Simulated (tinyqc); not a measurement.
From results back to parameters: free and nearly free electrons in a metal. Two cases, with inputs chosen for the exercise.

Problem. A free-electron metal with 2 atoms in the cubic cell and z electrons an atom has EF = c kF^2/m, (hbar omega_p)^2 = 8 pi c (e^2/(4 pi eps0)) n/m and kF = (3 pi^2 n)^(1/3), c = hbar^2/2m0.

Constants: hbar^2/2m0 = 3.80998211 eV angstrom^2; e^2/(4 pi eps0) = 14.39964547 eV angstrom.

Find: kF; m; z.

Method. (hbar omega_p)^2/EF = (8/(3 pi)) (e^2/(4 pi eps0)) kF gives kF; EF then gives m, and n = kF^3/(3 pi^2) gives z.

Case 1.

Values chosen (out of a larger set: near those of K; not measured data): a = 5.199 angstrom (bcc lattice constant).

EF = 1.92928 eV
hbar omega_p = 4.20466 eV

Solution.

kF = 0.7497 1/angstrom
m = 1.11 m0
z = 1.00

Case 2.

Values chosen (out of a larger set: near those of K; not measured data): a = 5.271 angstrom (bcc lattice constant).

EF = 2.08339 eV
hbar omega_p = 4.33943 eV

Solution.

kF = 0.7395 1/angstrom
m = 1.00 m0
z = 1.00

Computed by tinyqc, one run a case: `OMP_NUM_THREADS=1 python tinyqc.py N N+1 out.jsonl` with N = 1652354, 1652486; one thread of a shared Intel(R) Xeon(R) Processor @ 2.30GHz, about 0.01 s a run at most.
